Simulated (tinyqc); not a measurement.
What moves the results: Kronig-Penney superlattice by transfer matrices. A value that a table varies takes the place of the one given here.

Wells (width a, potential 0, mass mw) alternate with barriers (width b, height V0, mass mb); period d = a + b; c = hbar^2/2m0. The vector (psi, psi'/m) is continuous, and a layer of thickness t carries it by M = [[cos kt, (m/k) sin kt], [-(k/m) sin kt, cos kt]] with k = sqrt(m (E - V)/c); for E < V, k = i kappa gives [[cosh, (m/kappa) sinh], [(kappa/m) sinh, cosh]] of kappa t. A Bloch state obeys cos(q d) = tr(Mb Mw)/2.

Constants: hbar^2/2m0 = 3.80998211 eV angstrom^2.

Parameters, chosen for this exercise (near those of a GaAs superlattice with barriers of AlGaAs; not measured data): a = 136 angstrom (well width); V0 = 0.121 eV (barrier height); mw = 0.0652 m0 (mass in the wells); mb = 0.0795 m0 (mass in the barriers); bs = (25.5, 38.2, 51, 66.3, 81.6, 102, 127.5) angstrom (barrier widths); b = 51 angstrom (barrier width).

## Barrier width

First miniband against b. m_z = -2 c f'/d^2 with f = tr M/2 at the bottom of the band. E1 is the level of the single well, kappa1 its decay constant in the barrier.

First miniband:
```
b (angstrom)  bottom (eV)  top (eV)  W (meV)    ln W  m_z (m0)
25.5               0.0120    0.0216    9.570   2.259    0.0884
38.2               0.0142    0.0195    5.300   1.668     0.119
51.0               0.0154    0.0183    2.919   1.071     0.171
66.3               0.0161    0.0175    1.430   0.358     0.280
81.6               0.0165    0.0172   0.7007  -0.356     0.477
102.0              0.0167    0.0169   0.2707  -1.307      1.01
127.5              0.0168    0.0169  0.08243  -2.496      2.68
```

E1 = 0.0168 eV
kappa1 = 0.0466 1/angstrom

W falls from 9.6 to 0.08 meV, and both edges close in on E1. The slope of ln W is -0.0465 per angstrom over the first two rows and -0.0466 over the last two, against -kappa1 = -0.0466: the width follows one power of the tunnelling amplitude once the wells couple weakly. m_z grows by a factor 30.3.

## From one barrier to a miniband

Transmission through N barriers separated by wells, between leads of the well material: T = 4/[(M11 + M22)^2 + (u M12 - M21/u)^2] with u = k/mw and M the product over all layers; twelve evenly spaced energies around the first miniband.

Transmission:
```
E (eV)    tr M/2 of a period   N = 1     N = 2     N = 4     N = 8
0.014051               2.097  0.0154  0.000888  3.66e-06  6.30e-11
0.014581               1.638  0.0161   0.00152  1.99e-05  3.62e-09
0.015112               1.200  0.0167   0.00294  0.000208  1.40e-06
0.015643               0.784  0.0174   0.00715    0.0333    0.0106
0.016173               0.387  0.0181    0.0297    0.0154     0.905
0.016704               0.011  0.0187     0.977     0.915     0.728
0.017235              -0.347  0.0194    0.0395    0.0175     0.162
0.017765              -0.686  0.0201    0.0108     0.451     0.172
0.018296              -1.008  0.0208   0.00520   0.00123  0.000242
0.018827              -1.312  0.0215   0.00318  0.000134  2.81e-07
0.019357              -1.599  0.0222   0.00222  3.28e-05  7.61e-09
0.019888              -1.870  0.0229   0.00168  1.17e-05  5.83e-10
```

5 of the energies lie in the miniband (|tr M/2| <= 1); there T for N = 8 runs between 0.0106 and 0.905. In the gaps it falls with N: at E = 0.0199 eV from 1.17e-05 (N = 4) to 5.83e-10 (N = 8), a slope of ln T of -2.48 a period, against -2 arccosh|tr M/2| = -2.48.

## What each parameter does

Bottom and width of the first miniband, the gap above it, and m_z = -2 c f'/d^2 with f = tr M/2. Each row changes one parameter from the base and keeps the others.

Results:
```
case              bottom (eV)  width (meV)  gap (meV)  m_z (m0)
base                   0.0154          2.9       40.8    0.1713
a = 122 angstrom       0.0178          3.7       46.2    0.1589
b = 43 angstrom        0.0147          4.2       38.4    0.1356
V0 = 0.103 eV          0.0143          3.6       37.1    0.1447
mw = 0.0717 m0         0.0147          2.6       38.9    0.1902
mb = 0.0676 m0         0.0157          3.5       40.4    0.1458
```

The largest shifts from the base row, up to three for each result and ties (the steps differ in size, so this ranks the rows, not the parameters). bottom (eV): a +0.0024, V0 -0.0011, b -0.0007. width (meV): b +1.3, a +0.8, V0 +0.7. gap (meV): a +5.4, V0 -3.7, b -2.4. m_z (m0): b -0.0357, V0 -0.0266, mb -0.0255.

Computed by tinyqc, a small Python program: `OMP_NUM_THREADS=1 python tinyqc.py 1252775 1252776 out.jsonl` (the numbers bound the seed that draws the inputs); one thread of a shared host (Intel(R) Xeon(R) Processor @ 2.30GHz), about 0.07 s for the whole set of steps.
